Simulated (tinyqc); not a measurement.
Comparisons within one model: exciton in a hard-walled quantum well (variational). A value that a table varies takes the place of the one given here.

Electron and hole in the lowest states cos(pi z/L) of a hard-walled well; relative motion in the plane exp(-rho/lam). E(lam) = c/(mu lam^2) - (q/eps) <1/r>, <1/r> = integral over k from 0 to infinity of F(kL) (1 + (k lam/2)^2)^(-3/2), F(x) = [3x + 8 pi^2/x - 32 pi^4 (1 - exp(-x))/(x^2 (x^2 + 4 pi^2))]/(x^2 + 4 pi^2); c = hbar^2/2m0, q = e^2/(4 pi eps0). E is counted from the subband edge.

Constants: hbar^2/2m0 = 3.80998211 eV angstrom^2; e^2/(4 pi eps0) = 14.39964547 eV angstrom; Ry = 13.60569312 eV.

Parameters, chosen for this exercise (near those of GaAs; shifted at random, so the results belong to these values and not to a real crystal): xs = (0.047, 0.13, 0.41, 1.2, 3.5, 8.1, 43, 160) ((E - Eg)/Ry*); eps = 12.5 (dielectric constant); Ls = (15, 28, 70, 114, 252, 479, 968) angstrom (widths); me = 0.065 m0 (electron mass); mh = 0.167 m0 (hole mass); L = 254 angstrom (well width).

## Coulomb enhancement above the gap (Wannier exciton and Elliott formula)

Ry* = 4.0742 meV

With x = (E - Eg)/Ry* and y = pi/sqrt(x): S3 = y exp(y)/sinh(y), and S2 = exp(y)/cosh(y). Free-pair absorption goes as sqrt(x) in three dimensions and is constant in two.

Factors:
```
x        E - Eg (meV)  sqrt(x)      S3  S3 sqrt(x)     S2
0.047            0.19    0.217  28.982       6.283  2.000
0.13             0.53    0.361  17.426       6.283  2.000
0.41             1.67    0.640   9.813       6.284  2.000
1.2              4.89    1.095   5.754       6.304  1.994
3.5             14.26    1.871   3.480       6.510  1.933
8.1             33.00    2.846   2.480       7.059  1.802
43             175.19    6.557   1.554      10.193  1.446
1.6e+02        651.87   12.649   1.269      16.050  1.243
```

In three dimensions the product tends to 2 pi = 6.283 at the edge (6.283 in the first row), so the square-root onset becomes a step. Even 652 meV above the gap the enhancement is 1.27; it decays only as 1 + pi/sqrt(x) = 1.25. In two dimensions it never exceeds 2 and has fallen to 1.24. The last rows lie beyond the range of parabolic bands.

## Width of the well

mu = 0.046789 m0
a* = 141.374 angstrom

The minimum for each width. The strength per area goes as |phi(0)|^2 = 2/(pi lam^2), listed relative to the strict two-dimensional value.

Results:
```
L (angstrom)  L/a*  lam (angstrom)  binding (meV)  in Ry*  strength
15            0.11            80.4          14.20   3.486     0.772
28            0.20            87.0          13.00   3.191     0.660
70            0.50           103.4          10.58   2.597     0.467
114           0.81           116.8           9.09   2.231     0.366
252           1.78           148.6           6.64   1.631     0.226
479           3.39           186.8           4.87   1.195     0.143
968           6.85           246.6           3.29   0.807     0.082
```

The binding falls from 3.49 to 0.81 Ry*. It drops below the bulk value Ry* between 479 and 968 angstrom, which is a failure of the trial function: it has no correlation along z, so it cannot reach the bulk limit. Even at L = 0.11 a* only 87 % of the two-dimensional limit is reached. With finite barriers the binding would peak at some width and fall again as the carriers leak out.

## What each parameter does

1/mu = 1/me + 1/mh, Ry* = Ry mu/eps^2; the minimum over lam. Each row changes one parameter from the base and keeps the others.

Results:
```
case              binding (meV)  lam (angstrom)  binding/Ry*
base                       6.62           149.0        1.625
me = 0.078 m0              7.10           136.9        1.534
mh = 0.117 m0              6.21           160.7        1.708
eps = 13.8                 5.67           159.2        1.697
L = 178 angstrom           7.70           132.9        1.889
```

The largest shifts from the base row, up to three for each result and ties (the steps differ in size, so this ranks the rows, not the parameters). binding (meV): L +1.08, eps -0.95, me +0.48. lam (angstrom): L -16.1, me -12.1, mh +11.7. binding/Ry*: L +0.264, me -0.092, mh +0.083.

tinyqc: `OMP_NUM_THREADS=1 python tinyqc.py 1252776 1252777 out.jsonl`; about 0.02 s, one thread, shared Intel(R) Xeon(R) Processor @ 2.30GHz.
